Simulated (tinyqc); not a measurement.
Effect of the position of a charge sheet.

One sheet of -1.4e12 cm^-2 lies at the depth x from the gate; it shifts Vfb by -(q/eps0) Q s, with s = x/e2 in layer 2 and t2/e2 + (x - t2)/e1 in layer 1, and it induces the share s/(t1/e1 + t2/e2) of its image in the semiconductor.

Parameters, values chosen for the exercise:
```
symbol  value  unit                                          meaning
t1          1    nm  thickness of layer 1, next to the semiconductor
e1       4.03                       relative permittivity of layer 1
t2        5.8    nm           thickness of layer 2, next to the gate
e2       21.4                       relative permittivity of layer 2
```

Constants: q = 1.602176634e-19 C, eps0 = 8.8541878128e-14 F/cm where lengths are in cm. Results are converted to the units shown.

Effect of the position of a charge sheet:
```
x (nm)  shift (mV)  image in the semiconductor (%)
0                0                               0
0.85         10.06                           7.651
1.7          20.12                           15.30
2.55         30.19                           22.95
3.4          40.25                           30.60
4.25         50.31                           38.25
5.1          60.37                           45.90
5.95         78.09                           59.37
6.8          131.5                           100.0
```

The shift grows from 0 at the gate to 132 mV at the semiconductor, by 11.8 mV/nm in layer 2 and 62.9 mV/nm in layer 1, the ratio of the permittivities. A sheet between the layers has 52.2 % of its full effect.

tinyqc, about 0.01 s, one thread, Intel Xeon 2.30GHz (shared host): `OMP_NUM_THREADS=1 python tinyqc.py 2010167 2010168 out.jsonl`
